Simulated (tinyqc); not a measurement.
Starting guesses with plain Roothaan steps: SCF starting guesses in the sto-3g basis, for BeH2, spin multiplicity 1. Computed by the program tinyqc with PySCF. RHF with one setting changed at a time; a run stops when the energy changes by less than 1e-09 hartree and the error matrix is below 1e-5. Starts: the lowest orbitals of the core Hamiltonian, of the Wolfsberg-Helmholz matrix (K = 1.75), projected atomic densities, random orbitals, and the highest orbitals of the core Hamiltonian (a deliberately bad start).

Geometry (angstrom):

| atom | x | y | z |
|---|---|---|---|
| Be | 0.0000 | 0.0000 | 0.0000 |
| H | 0.0000 | 1.3930 | 0.1010 |
| H | 0.0000 | -1.4490 | 0.1050 |

lowest restricted solution found by these runs and by PySCF = -15.547304 hartree

Largest element of the error matrix X^T (FDS - SDF) X:

| iteration | core | Wolfsberg-Helmholz | atomic densities | random | highest core orbitals |
|---|---|---|---|---|---|
| 1 | 5.6e-01 | 1.3e-01 | 3.6e-01 | 2.7e+00 | 1.2e-01 |
| 2 | 4.9e-02 | 1.7e-02 | 1.0e-01 | 2.3e-01 | 3.8e-01 |
| 3 | 4.9e-03 | 3.4e-03 | 2.2e-02 | 5.1e-02 | 2.9e-01 |
| 4 | 1.4e-03 | 8.0e-04 | 5.4e-03 | 2.3e-02 | 3.9e-02 |
| 5 | 4.8e-04 | 2.5e-04 | 1.4e-03 | 1.0e-02 | 7.5e-03 |
| 6 | 1.6e-04 | 8.5e-05 | 3.6e-04 | 4.9e-03 | 1.7e-03 |
| 8 | 2.0e-05 | 1.0e-05 | 2.4e-05 | 1.2e-03 | 1.1e-04 |
| 10 | 3.0e-06 | - | 2.1e-06 | 3.1e-04 | 1.5e-05 |
| 14 | - | - | - | 1.9e-05 | - |

How each run ends:

| run | iterations | E (hartree) | state |
|---|---|---|---|
| core | 10 | -15.54730 | lowest found |
| Wolfsberg-Helmholz | 9 | -15.54730 | lowest found |
| atomic densities | 10 | -15.54730 | lowest found |
| random | 15 | -15.54730 | lowest found |
| highest core orbitals | 11 | -15.54730 | lowest found |

What does the comparison show, and why?

5 of 5 runs reach the lowest restricted solution found, in 9 to 15 iterations (fastest: Wolfsberg-Helmholz). The first errors are 6e-01, 1e-01, 4e-01, 3e+00, 1e-01; the deliberately bad start has the smallest one, so a small first error does not mark a good start.
